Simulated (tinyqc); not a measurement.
CMOS inverter, nodal equation and switching: one step of the calculation.

An n-channel pull-down (bn, VTn) and a p-channel pull-up (bp, VTp) share the input Vin and the output node Vout, which carries the load C. Transistor (EKV form, voltages against the body): I = 2 n b Vt^2 [F(vp - Vs) - F(vp - Vd)] from drain to source, F(v) = ln^2(1 + exp(v/(2 Vt))), vp = (Vg - VT + sg |Vd - Vs|)/n. n-channel bodies are at 0; for the p-channel device all voltages are counted down from Vdd. b in uA/V^2 gives I in uA. Static: In = Ip. Transient: C dVout/dt = Ip - In. No velocity saturation, no gate capacitance beyond C.

Task. Output voltage by Newton steps. f = In - Ip at (Vin, Vout); G = df/dVout by a central difference with +/- 1e-6 V; Vout(new) = Vout - f/G.

Parameters, values chosen for the exercise:
- T = 300 K (temperature)
- Vdd = 0.5 V (supply voltage)
- n = 1.36 (slope factor)
- sg = 0.03 (drain-induced barrier lowering)
- VTn = 0.38 V (n-channel threshold)
- VTp = 0.33 V (p-channel threshold (magnitude))
- bn = 160 uA/V^2 (gain factor of the pull-down transistor)
- bp = 48 uA/V^2 (gain factor of the pull-up transistor)
- Vin = 0.29 V (input voltage)

Constants: q = 1.602176634e-19 C, kB = 1.380649e-23 J/K, Vt = kB T/q. Results are converted to the units shown.

Vout at the start = 0.25 V

Give: In; Ip; G; Vout after iteration 1.

Result.

In = 0.021129 uA
Ip = 0.0029514 uA
G = 0.018180 uS
Vout after iteration 1 = -0.74988 V

This step lands outside the rails.

Computed by the program tinyqc: `OMP_NUM_THREADS=1 python tinyqc.py 2340027 2340028 out.jsonl`, one thread of a shared Intel Xeon 2.30GHz, about 0.03 s for the whole run.
